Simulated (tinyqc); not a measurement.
What moves the results: heterojunction of two tight-binding chains. A value that a table varies takes the place of the one given here.

Left chain: hopping -t1, sites at 2 t1 (band bottom 0). Right chain: hopping -t2, sites at dE + 2 t2 (bottom dE). t = c/(m a^2), c = hbar^2/2m0. The bond across the interface is -tc with tc = f sqrt(t1 t2), and the last left site has the extra energy U. In a chain E = bottom + 2t (1 - cos(ka)); the surface Green function of a half chain is g = -exp(ika)/t, with Im k > 0 where cos(ka) > 1.

Constants: hbar^2/2m0 = 3.80998211 eV angstrom^2.

Inputs chosen for the exercise (masses and offset of the size met at InAs / GaSb; the results hold for these values, not for the real material):
- a = 3 angstrom (site spacing)
- m1 = 0.025 m0 (mass on the left)
- m2 = 0.043 m0 (mass on the right)
- dE = 0.77 eV (band offset)
- f = 1 (factor on the interface hopping)
- U = 0 eV (extra energy on the last left site)
- E = 1.06 eV (electron energy)

## Transmission against energy, and which matching rule a chain obeys

Chain A is the junction as given; chain B has tc = sqrt(t1 t2) and U = 0; chain C has tc = t2 and U = t2 - t1, the finite-difference form of -d/dx (c/m) d/dx. Continuum formulas T = 4 x y/(x + y)^2 with parabolic k: x, y = k/m on each side (BenDaniel-Duke) or x, y = k (slope continuous).

T:
```
E - dE (eV)  E (eV)  chain A  chain B  chain C  k/m matched  k matched
0.002         0.772   0.2335   0.2335   0.1431       0.1439     0.2346
0.005         0.775   0.3433   0.3433   0.2164       0.2175     0.3449
0.010         0.780   0.4484   0.4484   0.2912       0.2926     0.4503
0.020         0.790   0.5693   0.5693   0.3842       0.3860     0.5714
0.050         0.820   0.7371   0.7371   0.5313       0.5334     0.7391
0.100         0.870   0.8505   0.8505   0.6507       0.6529     0.8522
0.200         0.970   0.9346   0.9346   0.7621       0.7642     0.9357
0.400         1.170   0.9821   0.9821   0.8512       0.8531     0.9826
```

Chain C follows the k/m rule within 0.0022 and chain B the plain k rule within 0.0021, while the two rules differ by up to 0.2058: in B the self-energy of the right side is -t1 exp(i k2 a), so only k2 enters, and in C it is -t2 exp(i k2 a), which carries 1/m2. Chain A is chain B here.

## When the interface binds a state

A state below both bands solves E - 2 t1 - U - S1(E) - S2(E) = 0 for E < 0, with S1 = -t1 z1, S2 = -(tc^2/t2) z2 and |z| < 1 the decaying root of z + 1/z = 2 - (E - bottom)/t. Decay lengths -a/ln|z|. The threshold is the U that solves the equation at E = 0. A dash: no bound state.

Interface state:
```
U (eV)   E (eV)  decay left (angstrom)  decay right (angstrom)
-1.24         -                      -                       -
-2.47         -                      -                       -
-3.71         -                      -                       -
-4.53   -0.0088                  131.7                    10.7
-5.36   -0.0662                   48.0                    10.3
-6.59   -0.2144                   26.7                     9.5
-8.24   -0.4966                   17.5                     8.4
-12.36  -1.5317                   10.0                     6.3
```

threshold U = -4.1195 eV

The step pushes the state out, so an attraction must exceed 4.1195 eV to bind; 5 of the 8 rows are bound. At U = -12.36 eV the state decays over 10.0 angstrom to the left and 6.3 to the right, where the band lies higher.

## What each parameter does

T = 4 Im(S1) Im(S2) |G|^2 with G = 1/(E - 2 t1 - U - S1 - S2), S1 = -t1 exp(i k1 a), S2 = -(tc^2/t2) exp(i k2 a). Each row changes one parameter from the base and keeps the others.

Results:
```
case                   T    k1 a    k2 a
base              0.9646  0.2509  0.1718
m1 = 0.03 m0      0.9459  0.2749  0.1718
m2 = 0.0516 m0    0.9794  0.2509  0.1883
dE = 0.72 eV      0.9777  0.2509  0.1861
f = 0.9           0.7697  0.2509  0.1718
U = 0.2 eV        0.9659  0.2509  0.1718
a = 2.4 angstrom  0.9648  0.2005  0.1374
```

The largest shifts from the base row, up to three for each result and ties (the steps differ in size, so this ranks the rows, not the parameters). T: f -0.1949, m1 -0.0187, m2 +0.0148. k1 a: a -0.0504, m1 +0.0241; unchanged at the printed digits by m2, dE, f and U. k2 a: a -0.0344, m2 +0.0164, dE +0.0143; unchanged at the printed digits by m1, f and U.

tinyqc: `OMP_NUM_THREADS=1 python tinyqc.py 1450219 1450220 out.jsonl`; about 0.01 s, one thread, shared Intel(R) Xeon(R) Processor @ 2.30GHz.
